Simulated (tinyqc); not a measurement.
Free and trapped electrons in a MOS channel with a dense trap tail: one step of the calculation.

p-type body, charge-sheet picture, full ionisation (an idealisation for deep acceptors), Boltzmann statistics for free electrons. e = Ec - EF at the surface. Acceptor-like traps of density D(E) = D0 + De exp(-E/Ew) at depth E below Ec, from 0 to Eu, hold n_t = integral of D(E)/(1 + exp((e - E)/Vt)). psi = Eg - Vt ln(Nv/Na) - e; N_dep = sqrt(2 eps0 eps_r Na (psi - Vt)/q); n_f = sqrt(N_dep^2 + 2 eps0 eps_r Vt Nc exp(-e/Vt)/q) - N_dep; Vg = Vfb + psi + q (N_dep + n_t + n_f)/Cox, Cox = eps0 eox/tox.

Problem. Trapped charge. Trapezoid rule on 13 equal steps from 0 to Eu, f = 1/(1 + exp((e - E)/Vt)).

Inputs (values chosen for the exercise); band and dielectric values close to those of 4H silicon carbide:
- T = 475 K (temperature)
- D0 = 3.8e10 cm^-2 eV^-1 (constant background density of acceptor-like traps)
- De = 3.7e13 cm^-2 eV^-1 (density of the tail at the conduction edge)
- Ew = 0.1 eV (decay energy of the tail)
- Eu = 0.71 eV (depth below Ec down to which the traps reach)
- e = 0.114 eV (Ec - EF at the surface)

Constants: q = 1.602176634e-19 C, kB = 1.380649e-23 J/K, Vt = kB T/q. Results are converted to the units shown.

Give: E; D(E) f; n_t.

Solution.

| point | E (eV) | D(E) f (cm^-2 eV^-1) |
|---|---|---|
| 0 | 0 | 2.1532e12 |
| 1 | 0.054615 | 4.0762e12 |
| 2 | 0.10923 | 5.8624e12 |
| 3 | 0.16385 | 5.5763e12 |
| 4 | 0.21846 | 3.8976e12 |
| 5 | 0.27308 | 2.4000e12 |
| 6 | 0.32769 | 1.4268e12 |
| 7 | 0.38231 | 8.4563e11 |
| 8 | 0.43692 | 5.0627e11 |
| 9 | 0.49154 | 3.0929e11 |
| 10 | 0.54615 | 1.9513e11 |
| 11 | 0.60077 | 1.2901e11 |
| 12 | 0.65538 | 9.0711e10 |
| 13 | 0.71000 | 6.8529e10 |

n_t = 1.4433e12 cm^-2

tinyqc, about 0.02 s, one thread, Intel Xeon 2.30GHz (shared host): `OMP_NUM_THREADS=1 python tinyqc.py 2222063 2222064 out.jsonl`
